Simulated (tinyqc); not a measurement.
Worked calculation: finite-size error of a charged defect in a periodic cell: Madelung and Makov-Payne terms. Computed by tinyqc, a small Python program that keeps every step. Command: `OMP_NUM_THREADS=1 python tinyqc.py 3011177 3011178 out.jsonl imagecharge walk`. One thread of a shared host (Intel(R) Xeon(R) Processor @ 2.30GHz), about 0.02 s of CPU time with the checks. Intermediate numbers are printed to about 6 digits and carried at full precision; extremes and crossings named in words are read from the listed rows.

L is the cube root of the cell volume. The defect charge is a Gaussian, rho(r) = q (2 pi sigma^2)^(-3/2) exp(-r^2/2 sigma^2), repeated periodically in a uniform neutralising background and screened by a continuum. The model cell energy is E(L) = E_0 + [periodic - isolated electrostatic energy].

Inputs (values chosen for the exercise, for a model host):
```
quantity                                     value      unit
charge q                                         3         e
cell length L                                 14.8  angstrom
dielectric constant eps                       11.8         -
width sigma of the defect charge               1.9  angstrom
formation energy of the isolated defect E_0  5.506        eV
```

Supercell lattice: bcc. Screening: isotropic.

scatter added to the six cells, standing for numerical noise (meV): 9  -13  -2.9  -21  -4.5  -13

Constants: e^2/(4 pi eps_0) = 14.39964548 eV angstrom.

## The cell

Cell vectors: (-1,1,1), (1,-1,1), (1,1,-1), scaled to volume L^3.

cell vectors (rows) (angstrom):
```
          1         2         3
1  -9.32342   9.32342   9.32342
2   9.32342  -9.32342   9.32342
3   9.32342   9.32342  -9.32342
```

nearest image = 16.1486 angstrom

## Madelung energy

Ewald sum for a unit point charge: scale each Cartesian component of the cell by 1/sqrt(eps_i), giving R', G' and V'; E = [ (1/2) sum erfc(eta R')/R' + (2 pi/V') sum exp(-G'^2/4 eta^2)/G'^2 - eta/sqrt(pi) - pi/(2 V' eta^2) ] e^2/(4 pi eps_0) / sqrt(eps_x eps_y eps_z), over n_i = -6..6, omitting n = (0,0,0), eta = 2/V'^(1/3). alpha = -2 E eps_g L/(e^2/(4 pi eps_0)), eps_g = (eps_x eps_y eps_z)^(1/3).

terms for a unit charge (eV): real space 0.0006848, reciprocal 0.0056515, self -0.0930386, background -0.0323793

Madelung constant alpha = 2.88846

point-charge correction -q^2 E = 1.07173 eV

## Energy of the smeared charge in the cell

Periodic energy of the Gaussian: (2 pi q^2/V) sum_(G != 0) exp(-sigma^2 G^2)/(G.eps.G) x e^2/(4 pi eps_0), n_i = -k..k with k = max(9, L/sigma rounded up). Isolated energy: q^2/(2 sqrt(pi) sigma) <1/(n.eps.n)> e^2/(4 pi eps_0), the mean over directions n, here 1/eps.

periodic energy = 0.635734 eV

isolated energy = 1.63062 eV

finite-size error = -0.994890 eV

E(L) = 4.51111 eV

## Makov-Payne correction

Second radial moment Q = q <r^2> = 3 q sigma^2; E(corrected) = E(L) + q^2 alpha e^2/(4 pi eps_0)/(2 eps L) - 2 pi q Q e^2/(4 pi eps_0)/(3 eps L^3). Errors left are the corrected energies less E_0.

Q = 32.49 e angstrom^2

third-order term = -0.0768448 eV

error left after the first term = 0.0768447 eV

error left after both terms = 0 eV

third-order over first-order term, in size = 0.0717013

The point-charge term alone overcorrects by 0.0768 eV, 7 % of itself; both terms together are exact to 1e-7 eV, since the clouds do not overlap.

## A series of cells

Cells of the same shape with L scaled by 0.7, 0.85, 1, 1.25, 1.5 and 2; the scatter is added to E(L). The point-charge correction scales as 1/L from its value at the input L.

Scaling data:
```
L (angstrom)  1/L (1/angstrom)  E(L) (eV)  E(L) + point-charge correction (eV)
10.36                0.0965251    4.20788                              5.73893
12.58                0.0794913    4.35726                              5.61813
14.80                0.0675676    4.50821                              5.57994
18.50                0.0540541    4.66696                              5.52434
22.20                0.0450450    4.80978                              5.52427
29.60                0.0337838    4.96674                              5.50261
```

## Ways to reach the isolated limit

Least-squares fits of E(L) to a + b/L, a + c/L^3 or a + b/L + c/L^3; the estimate is a, and errors are against E_0.

Estimates of E_0:
```
way                              estimate (eV)  error (meV)
largest cell, uncorrected              4.96674     -539.262
largest cell, point-charge term        5.50261       -3.394
1/L fit, three smallest                5.19097     -315.031
1/L fit, all six                       5.35319     -152.812
1/L^3 fit, all six                     4.85934     -646.665
1/L and 1/L^3, three smallest          5.79915      293.154
1/L and 1/L^3, all six                 5.50933        3.334
corrected data, 1/L^3 fit              5.49113      -14.868
```

coefficient b of the full fit = -16.3186 eV angstrom

Best here: 1/L and 1/L^3, all six (+3.3 meV); worst: 1/L^3 fit, all six (-647 meV). The fitted b is 102.9 % of the Madelung value -q^2 alpha e^2/(8 pi eps_0 eps_g), so such a fit also measures the screening. A pure 1/L fit lands below E_0, because the positive 1/L^3 term flattens the small-cell points.

Checks made by the program: the same sum with another eta (relative difference below 1e-10); both terms against the exact model when the clouds do not overlap (relative difference below 1e-10).
